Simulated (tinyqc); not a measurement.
# Germanium share from the critical thickness

Problem. Critical thickness (Matthews-Blakeslee, 60-degree dislocations): h = bv (1 - nu/4)[ln(h/bv) + 1]/(4 pi e_par (1 + nu)), nu = c12/(c11 + c12). e_par = b1 x. Find e_par and x.

Inputs (values chosen for the exercise):

| symbol | value | unit | meaning |
|---|---|---|---|
| b1 | 0.0418 |  | lattice mismatch per unit x |
| c11 | 170 | GPa | elastic constant |
| c12 | 63.8 | GPa | elastic constant |
| bv | 0.384 | nm | Burgers vector |

critical thickness = 37.300201 nm

Solution. For given h the relation is explicit in the strain.

e_par = 0.334 %
x = 0.0800

Numbers from tinyqc (`OMP_NUM_THREADS=1 python tinyqc.py 2530164 2530165 out.jsonl`; about 0.02 s on one thread of a shared Intel Xeon 2.30GHz).
